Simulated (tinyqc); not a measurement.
Gate voltage from the surface potential.

Question. At the source end, Vgs + Vsb - Vfb - psi = gamma sqrt(G), G = psi - Vt + Vt exp((psi - 2 phiF - Vsb)/Vt), and the voltage over the insulator is gamma sqrt(G). Find that voltage and Vgs.

Inputs (values chosen for the exercise):

| symbol | value | unit | meaning |
|---|---|---|---|
| T | 293 | K | temperature |
| Vfb | -0.44 | V | flat-band voltage |
| Vsb | 0 | V | source-body reverse bias |

Constants: q = 1.602176634e-19 C, kB = 1.380649e-23 J/K, Vt = kB T/q. Results are converted to the units shown.

psi = 0.97145927 V
phiF = 0.46279305 V
gamma = 1.5421307 V^0.5

Answer. In this direction the relation is explicit: no iteration is needed.

voltage over the insulator = 1.619 V
Vgs = 2.150 V

tinyqc, about 0.05 s, one thread, Intel Xeon 2.30GHz (shared host): `OMP_NUM_THREADS=1 python tinyqc.py 2360090 2360091 out.jsonl`
